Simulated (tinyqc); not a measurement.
Spin coating of a resist or spin-on film: centrifugal thinning, evaporation and the final thickness (Emslie and Meyerhofer models): one step, computed by the program tinyqc.

A Newtonian film stays uniform over the wafer; solvent and solids have the same density and the concentration is uniform through the thickness.

Question. Thinning without evaporation. dh/dt = -K h^3 gives h = h0/sqrt(1 + 2 K h0^2 t); for long times h = 1/sqrt(2 K t).

Inputs (values chosen for the exercise, of the order of those of a polymer resist in an ester solvent): starting thickness h0 = 400 micrometre; time t = 1.7 s.

flow constant K = 0.05552307 1/(micrometre^2 s)

Give: h(t) without evaporation; long-time form; time 1/(2 K h0^2).

Answer.

h(t) without evaporation = 2.302 micrometre

long-time form = 2.302 micrometre

time 1/(2 K h0^2) = 5.628e-05 s

The long-time form is within 0.0017 %: the starting thickness is forgotten.
